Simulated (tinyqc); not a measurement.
Linear model of a band gap against the share of exact exchange, step by step. Values are carried at full precision from step to step, so a last printed digit may differ when a step is redone from the rounded ones.

E(alpha) = E0 + S alpha. A wider gap screens less, modelled in the Penn form eps(alpha) = 1 + (e0 - 1)(EP/(EP + S alpha))^2 with a scale EP chosen for the exercise. A dielectric-dependent hybrid takes alpha = 1/eps.

Values chosen for the exercise (of the order of those of HfO2; not measured data): E0 = 4.2 eV (gap of the semi-local functional); S = 7.82 eV (slope dE/d(alpha)); e0 = 4.91 (optical dielectric constant at alpha = 0); EP = 18.5 eV (energy scale of the screening); Et = 5.69 eV (target gap); a_start = 0.25 (starting alpha); fv = 0.51 (share of the opening taken by the valence edge); Ed = 1.76 eV (defect level above the semi-local valence top); cd = 0 (shift of the level per unit opening, on the scale of the mean potential).

## Fixed shares

Gap, error against the target and eps for alpha = 0, 0.25 and 1/e0; and the alpha that meets the target, (Et - E0)/S.

Results:
```
alpha   E (eV)  E - Et (eV)    eps
0.0000   4.200       -1.490  4.910
0.2500   6.155        0.465  4.198
0.2037   5.793        0.103  4.315
```

alpha for the target = 0.1905

A quarter of exact exchange overshoots the target by 0.46 eV: the material needs 0.191, and 1/e0 = 0.204 lies closer to it than 0.25 does.

## Self-consistent share

Iterate alpha -> 1/eps(alpha) seven times from a_start. The fixed point solves alpha eps(alpha) = 1; the contraction factor there is 2 (eps - 1) S/((EP + S alpha) eps^2).

Iterates:
```
step    alpha     eps  E (eV)
0     0.25000  4.1983  6.1550
1     0.23819  4.2274  6.0627
2     0.23655  4.2315  6.0498
3     0.23633  4.2320  6.0481
4     0.23629  4.2321  6.0478
5     0.23629  4.2321  6.0478
6     0.23629  4.2321  6.0478
7     0.23629  4.2321  6.0478
```

fixed point = 0.23629
contraction factor = 0.1387

The factor is positive, so the iterates approach from one side, the error shrinking to 0.14 of itself each step; the gap is within 0.01 eV of its limit from step 2. Self-consistency moves the gap by +0.255 eV against the one-shot choice 1/e0, since a wider gap screens less.

## Band edges and a deep level

The opening c = S alpha lowers the valence top by fv c and raises the conduction edge by (1 - fv) c, both against the mean potential; the level moves by cd c. Use the fixed point. Compare with stretching the level in proportion to the gap and with pinning it to either edge.

opening c = 1.848 eV

shifts of the valence and conduction edges (eV): [-0.942, 0.905]

level above the valence top = 2.702 eV
level below the conduction edge = 3.345 eV

level above the valence top: stretched, tied to the valence edge, tied to the conduction edge (eV): [2.534, 1.760, 3.608]

The three recipes err by -0.17, -0.94 and +0.91 eV against alignment through the mean potential. A localised level with cd = 0 stays put while the edges move away from it.

## Checks

- Fixed point by bisection against 60 substitutions: both 0.23629.

(tinyqc, `OMP_NUM_THREADS=1 python tinyqc.py 1880296 1880297 out.jsonl`, Intel(R) Xeon(R) Processor @ 2.30GHz, 1 thread, shared host, about 0.01 s.)
